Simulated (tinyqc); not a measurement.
# Bending a trimer

Model: Tersoff bond-order potential. Computed by tinyqc, a small Python program. Command: `OMP_NUM_THREADS=1 python tinyqc.py 3026399 3026400 out.jsonl tersoff sweep`. One thread of a shared host (Intel(R) Xeon(R) Processor @ 2.30GHz), about 0.01 s of CPU time with the checks.

E = (1/2) sum_(i, j != i) [A exp(-lambda r_ij) - b_ij B exp(-mu r_ij)], b_ij = (1 + (beta zeta_ij)^n)^(-1/(2n)), zeta_ij = sum_(k != i, j) g(theta_ijk), g = 1 + c^2/d^2 - c^2/(d^2 + (h - cos theta)^2), with theta at atom i. Only nearest neighbours count (cut-off function 1 for them, 0 beyond).

Inputs (values chosen for the exercise, modelled on silicon):
```
quantity,value,unit
A,1848,eV
B,473.03,eV
lambda,2.4799,1/angstrom
mu,1.7322,1/angstrom
beta,1.04e-06,-
n,0.7976,-
c,102500,-
d,16.23,-
h,-0.5788,-
bond length r_12,2.4,angstrom
bond length r_13,2.29,angstrom
```

Method. Atom 1 binds atoms 2 and 3, which do not interact. b_12 = b_13 follow from zeta = g(theta); b_21 = b_31 = 1. E = sum over the two bonds of A exp(-lambda r) - (b + 1)/2 B exp(-mu r).

One run for each value:
```
angle theta at atom 1 (degrees),energy of the trimer (eV),bond order b_12,g(theta)
90,-4.7829,0.94437,50663
100,-4.9720,0.96748,24840
110,-5.1222,0.98585,8488
120,-5.2176,0.99751,941
130,-5.2233,0.99821,621
140,-5.1579,0.99021,5309
160,-5.0152,0.97277,19712
180,-4.9557,0.96550,26846
```

Over the rows, energy of the trimer (eV) goes from -4.78 through a minimum among these rows, -5.22 at 130, to -4.96; bond order b_12 goes from 0.944 through a maximum among these rows, 0.998 at 130, to 0.965; g(theta) goes from 50700 through a minimum among these rows, 621 at 130, to 26800. The bond order is largest where g is least, at cos theta = h, 125.4 degrees.

Extremes, crossings and ranges named in words are read from the listed rows.
